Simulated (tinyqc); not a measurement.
# Partial widths from the peak

Problem. A Breit-Wigner resonance has total width G = GL + GR and peak transmission Tp = 4 GL GR/G^2. GL is known to be the larger. Find GL, GR and the lifetime hbar/G.

Constants: q = 1.602176634e-19 C, hbar = 1.054571817e-34 J s. Results are converted to the units shown.

G = 0.35158987 meV
Tp = 0.92551122

Solution. GL and GR have the sum G and the product Tp G^2/4, so they are (G/2)(1 +/- sqrt(1 - Tp)).

GL = 0.224 meV
GR = 0.128 meV
lifetime = 1.87e3 fs

Numbers from tinyqc (`OMP_NUM_THREADS=1 python tinyqc.py 2600025 2600026 out.jsonl`; about 0.1 s on one thread of a shared Intel Xeon 2.30GHz).
